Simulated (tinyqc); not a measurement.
Perpendicular magnetic tunnel junction: magnetoresistance, thermal stability and spin-torque switching: one step of the calculation.

A circular free layer treated as one macrospin with its easy axis out of plane. mu0 = 1.25663706212e-6 H/m, gyromagnetic ratio q/m0 (g = 2). Magnetic parameters are taken as given at T.

Task. Retention of the array. A bit flips thermally at the rate exp(-Delta)/t0; the chance that any of N bits flips in ten years (3.15576e8 s) is 1 - exp[-N (time/t0) exp(-Delta)]. The Delta needed for a chance of 1e-4 follows by inversion.

Parameters, values chosen for the exercise:

| symbol | value | unit | meaning |
|---|---|---|---|
| t0 | 1 | ns | attempt time |
| N | 1e6 |  | bits |

Delta = 45.433585

Find: mean life of one bit; expected flips in ten years; Delta needed.

Result.

mean life of one bit = 1708 years
expected flips in ten years = 5855
Delta needed = 63.32

Delta falls short of the need by 17.9.

Program tinyqc, `OMP_NUM_THREADS=1 python tinyqc.py 2450104 2450105 out.jsonl`; Intel Xeon 2.30GHz, shared host, one thread, about 0.01 s.
